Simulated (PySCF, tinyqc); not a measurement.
CID on RHF in the sto-6g basis, for H2, spin multiplicity 1, step by step. The lowest restricted solution is unstable here: a spin-polarised one lies 0.0000 hartree lower (PySCF). One step of it, computed by the program tinyqc.

Task: CID: roots. Diagonalise (each vector has its largest component positive (the first on a tie)); all determinants have Ms = 0, so triplets appear too. The lowest singlet root is the correlation energy.

Occupation strings over the orbitals (2 doubly, a alpha, b beta, 0 empty; spin orbitals ordered 1a 1b 2a 2b ...): 20 02

H - E(HF) between determinants (hartree):
```
,20,02
20,0.000000,0.207003
02,0.207003,0.851751
```

Give: lowest roots of this matrix, relative to E(HF); lowest vectors; <S^2> of these roots; weight of the ground state by excitation level 0, 1, 2, ....

Result:

lowest roots of this matrix, relative to E(HF) (hartree): -0.0476  0.8994

lowest vectors:
```
,root 1,root 2
20,0.9745,0.2243
02,-0.2243,0.9745
```

<S^2> of these roots: 0.0000  0.0000

weight of the ground state by excitation level 0, 1, 2, ...: 0.9497  0.0000  0.0503
